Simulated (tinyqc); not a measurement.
Worked calculation: configuration-coordinate model of carrier capture at a defect. Values are carried at full precision from step to step, so a last printed digit may differ when a step is redone from the rounded ones.

Two parabolas of equal curvature k in one coordinate Q: with the carrier free at the band edge, U_f = k Q^2/2; with the carrier trapped, U_t = k (Q - dQ)^2/2 - ET. ER = k dQ^2/2, Huang-Rhys factor S = ER/hw, hw = 0.0646541 sqrt(k/M) eV for k in eV/angstrom^2 and M in u. The curves cross at a height Eb = (ER - ET)^2/(4 ER) above the free minimum.

Constants: kB = 8.617333262e-05 eV/K.

Values chosen for the exercise (of the size met at a deep level in GaN; shifted at random, so the results belong to these values and not to a real crystal):
- ET = 0.6 eV (thermal depth of the level below the band edge)
- ER = 0.42 eV (relaxation energy)
- hw = 0.036 eV (phonon energy of the mode)
- M = 28 u (mass of the mode)
- T = 250 K (temperature)
- nu = 1e+11 1/s (attempt rate)

## The two parabolas

Form S, k, dQ, the crossing point Qc = (ER - ET)/(k dQ), Eb, and the emission barrier Eb + ET.

S = 11.667
k = 8.6810 eV/angstrom^2
dQ = 0.3111 angstrom
Qc = -0.0667 angstrom

barriers (eV): capture 0.0193, emission 0.6193

ER < ET: the crossing lies on the far side of the free minimum (the inverted case), where tunnelling between vibrational states can matter much if Eb is well above hw.

## Optical transitions

Vertical ionisation from the trapped minimum costs ET + ER; vertical capture from the free minimum releases ET - ER (none if negative); the band has a standard deviation sqrt(S hw^2 coth(hw/2kT)) with S = ER/hw, and a full width 2.35482 times that.

energies (eV): ionisation peak 1.020, zero-phonon 0.600, emission peak 0.180

coth(hw/2kT) = 1.4632
standard deviation = 0.1487 eV
full width = 0.3503 eV

Radiative capture would peak at 0.180 eV. The optical peak exceeds the thermal depth by a factor 1.70.

## The multiphonon factor

Multiphonon factor for giving p = ET/hw phonons to the lattice: W = exp(-S (2 nb + 1)) ((nb + 1)/nb)^(p/2) I_p(x), nb = 1/(exp(hw/kT) - 1), x = 2 S sqrt(nb (nb + 1)), I_p the modified Bessel function. Classical limit: W = hw exp(-Eb/kT)/sqrt(4 pi ER kT). At T = 0: exp(-S) S^p/Gamma(p + 1).

Form p, nb, x and ln W, the classical ln W, and the capture time 1/(nu W).

p, nb, x: 16.6667  0.2316  12.4619

ln W: quantum -3.123, classical -3.132

capture time = 2.27e-10 s

The quantum factor is 1.01 times the classical one at kT/hw = 0.60: the two agree.

## Emission by detailed balance

For equal degeneracies and one band-edge state, emission time = capture time x exp(ET/kT).

ET/kT = 27.851
log10 of the emission time in s = 2.45

## Checks

- Ln W for the nearest whole p against the double Poisson sum over emitted and absorbed phonons: both -3.22062.

Program tinyqc; command `OMP_NUM_THREADS=1 python tinyqc.py 1450641 1450642 out.jsonl`; about 0.01 s on one thread of a shared Intel(R) Xeon(R) Processor @ 2.30GHz.
